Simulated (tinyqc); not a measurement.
LCCD on RHF in the sto-6g basis, for H2, spin multiplicity 1, step by step. One step of it, computed by the program tinyqc.

Task: LCCD: starting amplitudes. t_ij^ab = <ij||ab> / (e_i + e_j - e_a - e_b), whose energy is MP2.

orbital energies (hartree): MO1 -0.585807, MO2 0.675242

Two-electron integrals over orbitals (pq|rs), unique and non-zero (hartree):
```
p,q,r,s,(pq|rs)
1,1,1,1,0.676039
2,1,2,1,0.181106
2,2,1,1,0.665608
2,2,2,2,0.700557
```

Give: Starting amplitudes; correlation energy.

Result:

Starting amplitudes (spin orbitals 1a, 1b, ...; amplitudes related by a flip of all spins are not repeated):
```
from,to,t
1a 1b,2a 2b,-0.0718
```

correlation energy = -0.013005 hartree
